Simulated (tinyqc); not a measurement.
# Access strength from the read disturbance

Inverse problem. Transistor (EKV form, voltages against the body): I = 2 n b Vt^2 [F(vp - Vs) - F(vp - Vd)] from drain to source, F(v) = ln^2(1 + exp(v/(2 Vt))), vp = (Vg - VT + sg |Vd - Vs|)/n. n-channel bodies are at 0; for the p-channel device all voltages are counted down from Vdd. b in uA/V^2 gives I in uA. In an SRAM read the low node Q obeys In(gate QB, drain Q) = Ip(gate QB, drain Q) + Ia, where the access transistor (threshold VTn) has its gate and drain at Vdd and its source at Q. Find Ia, ba and the cell ratio bn/ba.

Values chosen for this exercise:
- T = 293 K (temperature)
- Vdd = 1 V (supply voltage)
- n = 1.34 (slope factor)
- sg = 0.068 (drain-induced barrier lowering)
- VTn = 0.27 V (n-channel threshold)
- VTp = 0.41 V (p-channel threshold (magnitude))
- bn = 810 uA/V^2 (gain factor of the pull-down transistor)
- bp = 450 uA/V^2 (gain factor of the pull-up transistor)

Constants: q = 1.602176634e-19 C, kB = 1.380649e-23 J/K, Vt = kB T/q. Results are converted to the units shown.

Q and QB in the read (V): 0.13952295  0.99923565

Answer. The node equation gives Ia, which is proportional to ba.

Ia = 72.9 uA
ba = 540 uA/V^2
cell ratio = 1.50

tinyqc, about 0.1 s, one thread, Intel Xeon 2.30GHz (shared host): `OMP_NUM_THREADS=1 python tinyqc.py 2340062 2340063 out.jsonl`
